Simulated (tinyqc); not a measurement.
Worked calculation: coherent transport through a tight-binding region between two chains. One step of it, computed by the program tinyqc.

Task: Transmission at E = 0.04 eV. Surface Green function g = (E - i sqrt(4 t^2 - E^2)) / (2 t^2); self-energy tc^2 g on each contact site; G = (E - H - Sigma)^(-1); Gamma = -2 Im Sigma; T = Gamma_L Gamma_R |G_LR|^2; local density of states -Im G_ii / pi.

H of the central region (eV):
```
[[-0.720000, -0.890000, 0.000000, 0.000000, 0.000000],
 [-0.890000, -0.130000, -0.790000, 0.000000, 0.000000],
 [0.000000, -0.790000, 0.530000, -0.890000, 0.000000],
 [0.000000, 0.000000, -0.890000, -0.930000, -0.890000],
 [0.000000, 0.000000, 0.000000, -0.890000, -0.310000]]
```

Leads: semi-infinite chains with site energy 0:
```
parameter                           value
lead hopping t (eV)              1.580000
coupling to the left lead (eV)   1.270000
coupling to the right lead (eV)  0.560000
left contact site                       1
right contact site                      5
```

E = 0.040000 eV

Give: g; G; local density of states; transmission.

Result:

g = 0.0080-0.6329i 1/eV

G (1/eV):
```
[[0.1849-0.5545i, 0.3324+0.2535i, -0.2798+0.5702i, -0.4491+0.0889i, 0.7693-0.6671i],
 [0.3324+0.2535i, 0.0117-0.5940i, 0.8888-0.1577i, 0.4790+0.4404i, -1.4108-0.3223i],
 [-0.2798+0.5702i, 0.8888-0.1577i, 0.1239-0.6084i, 0.4029-0.1950i, -0.5630+0.8209i],
 [-0.4491+0.0889i, 0.4790+0.4404i, 0.4029-0.1950i, -0.2033-0.4983i, 0.9423+0.7380i],
 [0.7693-0.6671i, -1.4108-0.3223i, -0.5630+0.8209i, 0.9423+0.7380i, -0.4640-1.6253i]]
```

local density of states (1/eV): [0.1765, 0.1891, 0.1937, 0.1586, 0.5173]

transmission = 0.8401
